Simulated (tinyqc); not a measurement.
Peierls distortion of a half-filled chain, step by step. Values are carried at full precision from step to step, so a last printed digit may differ when a step is redone from the rounded ones.

Atoms move by +/- u, so bonds change by -/+ 2u and hoppings are t +/- 2 al u. Bands E = -/+ sqrt((2 t cos x)^2 + D^2 sin^2 x) with D = 4 al u, x = k a in (0, pi/2); the gap is 2D. Energy per atom at zero temperature: E(u) = -mean_x sqrt(...) + 2 K u^2; exactly, the mean is (4t/pi) E(1 - z^2), z = D/2t, E the complete elliptic integral of the second kind with parameter m. Coupling lambda = 2 al^2/(pi t K).

Constants: kB = 8.617333262e-05 eV/K.

Values chosen for the exercise:
- t = 1.63 eV (hopping of the even chain)
- al = 5.9 eV/angstrom (change of hopping with bond length)
- K = 50.4 eV/angstrom^2 (spring constant of a bond)
- u = 0.033 angstrom (trial shift of alternate atoms)
- N = 2 (k points)

## Energy at a trial distortion

Use the mesh x_j = (j + 1/2) pi/(2N), j = 0 .. N-1, and also the elliptic integral.

D = 0.7788 eV

|E| on the mesh (eV): 3.0266  1.4402

band energy on the mesh = -2.2334 eV
elastic energy = 0.1098 eV
total, exact = -2.1052 eV
exact E(u) - E(0) = -0.0298 eV

This distortion lowers the energy; the mesh errs by -18.43 meV.

## The equilibrium distortion

dE/du = 0 gives 1 = (4 al^2/K) mean(sin^2 x/|E|); solve with the exact mean, and compare with the weak-coupling form D = 8 t exp(-1 - 1/(2 lambda)).

lambda = 0.2698
u0 = 0.0342 angstrom
gap 2D = 1.613 eV
gap, weak coupling = 1.503 eV
E(u0) - E(0) per atom = -29.85 meV

Long and short bonds differ by 4 u0 = 0.1367 angstrom. The weak-coupling gap is 0.932 of the full one. The gain is far smaller than the gap, since only states near the zone edge move.

## Length and phonon scales

Coherence length xi/a = 2t/D with D half the gap; mean-field transition kB Tp = D/1.764 (weak coupling); for the optical mode at the zone edge (omega_R/omega_0)^2 = 2 lambda at weak coupling.

xi/a = 4.04
Tp = 5.31e+03 K
omega_R/omega_0 = 0.735

Tp is a mean-field scale: in a single chain fluctuations forbid the transition, and coupling between chains sets the real one, far lower.

## Checks

- Total energy at u0 on 4000 points against the elliptic integral (eV): both -2.10523.

Run: tinyqc, `OMP_NUM_THREADS=1 python tinyqc.py 1680134 1680135 out.jsonl`; Intel(R) Xeon(R) Processor @ 2.30GHz, one thread, shared host; about 0.07 s of CPU time with all checks.
